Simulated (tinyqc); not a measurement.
# From long-wave transmission back to mass m_2

Model: phonon transmission through an interface between two chains by Green functions. Computed by tinyqc, a small Python program. Command: `OMP_NUM_THREADS=1 python tinyqc.py 3016145 3016146 out.jsonl agf inv`. One thread of a shared host (Intel(R) Xeon(R) Processor @ 2.30GHz), about 0.01 s of CPU time with the checks.

Two semi-infinite chains (masses m_1, m_2; springs k_1, k_2), motion along the chain. The central region holds the end atom of each chain, joined by springs k_b. lambda = omega^2 in eV/(angstrom^2 u); nu = 15.6333042 THz x sqrt(lambda).

Inputs (values chosen for the exercise, for two model chains):

| quantity | value | unit |
|---|---|---|
| mass m_1 | 73.2 | u |
| spring k_1 | 7.38 | eV/angstrom^2 |
| spring k_2 | 13.9 | eV/angstrom^2 |
| probe frequency / lower band top | 0.38 | - |

Atoms in the interlayer: none.

Constants: nu for 1 eV/(angstrom^2 u) = 15.6333042 THz.

Method. nu_max = 15.6333042 THz x 2 sqrt(k/m); impedance Z = sqrt(k m); long-wave transmission 4 Z_1 Z_2/(Z_1 + Z_2)^2; the probe frequency is the given share of the lower band top.

Question. A run gave the result below. Find the mass m_2, known to lie between 66 and 94 u.

long-wave transmission = 0.9682164

Answer.

Each step takes the trial c = (a f_b - b f_a)/(f_b - f_a), f being the result less the target and a, b, c the logarithms of the listed values; c replaces end b, the old b replaces a if the sign of f changed, and otherwise f_a is halved.

Scan of the range:

| mass m_2 (u) | long-wave transmission |
|---|---|
| 66.0 | 0.982675 |
| 70.0 | 0.978669 |
| 74.3 | 0.974206 |
| 78.8 | 0.969413 |
| 83.5 | 0.964318 |
| 88.6 | 0.958731 |
| 94.0 | 0.952788 |

False position (Illinois rule, in the logarithm of the input) inside the bracket:

| step | end a | end b | trial | long-wave transmission |
|---|---|---|---|---|
| 1 | 78.8000 | 83.5000 | 79.8795 | 0.968249 |
| 2 | 83.5000 | 79.8795 | 79.9092 | 0.968217 |
| 3 | 83.5000 | 79.9092 | 79.9108 | 0.968216 |
| 4 | 79.9092 | 79.9108 | 79.9100 | 0.968216 |

Long-wave transmission falls at every point of a 13-point scan of the range (every second point is shown), so one value fits; it is bracketed by 78.8 and 83.5. Answer: mass m_2 = 79.91 u.
